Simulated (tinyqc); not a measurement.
Band bending at a free surface with a continuum of surface states, surface photovoltage and Kelvin probe: two steps of the calculation.

n-type bulk, xi = Ec - EF = Vt ln(Nc/Nd), p0 = ni^2/Nd, ni = sqrt(Nc Nv) exp(-Eg/(2 Vt)), Eg in volts. b is the upward band bending, u = b/Vt. Space charge per area, in units of q: Qc = sign(b) sqrt((2 eps0 eps_r Vt/q) [(Nd + dn)(exp(-u) - 1) + Nd u + (p0 + dn)(exp(u) - 1)]), with dn the excess density under light (flat quasi-Fermi levels; 0 in the dark). The states hold -Ds (E0 - xi - b): negative while the Fermi level lies above the neutrality level. Neutrality: Qc + Qf + (charge of the states) = 0.

Values chosen for this exercise; band and dielectric values close to those of silicon:
```
symbol    value         unit                                                    meaning
T           350            K                                                temperature
Eg         1.14           eV                                                   band gap
eps_r      11.8                                                   relative permittivity
Nc      3.55e19        cm^-3                     conduction-band density of states at T
Nv      3.29e19        cm^-3                        valence-band density of states at T
chi        4.03           eV                                          electron affinity
Nd       3.8e15        cm^-3                                              donor density
Qf            0        cm^-2                       fixed positive charge at the surface
Ds       1.6e12  cm^-2 eV^-1                                  density of surface states
E0         0.49           eV  depth of their neutrality level below the conduction edge
```

Constants: q = 1.602176634e-19 C, kB = 1.380649e-23 J/K, Vt = kB T/q, eps0 = 8.8541878128e-14 F/cm where lengths are in cm. Results are converted to the units shown.

Problem 1. Bulk quantities. xi, ni, p0, the Debye length sqrt(eps0 eps_r Vt/(q Nd)) and the flat-band work function chi + xi.

Wanted: xi; ni; p0; Debye length; chi + xi.

Solution 1.

xi = 0.27574 eV
ni = 2.1187e11 cm^-3
p0 = 1.1813e7 cm^-3
Debye length = 71.943 nm
chi + xi = 4.3057 eV

Problem 2. Band bending in the dark. Newton step: b(new) = b - (Qc + Qf - Ds (E0 - xi - b))/(dQc/db + Ds), dQc/db = (eps0 eps_r/q) [Nd (1 - exp(-u)) + p0 exp(u)]/Qc.

b at the start = 0.17 V

Give: b after iteration 1.

Solution 2.

b after iteration 1 = 0.16343 V

Numbers from tinyqc (`OMP_NUM_THREADS=1 python tinyqc.py 2430073 2430074 out.jsonl`; about 0.01 s on one thread of a shared Intel Xeon 2.30GHz).
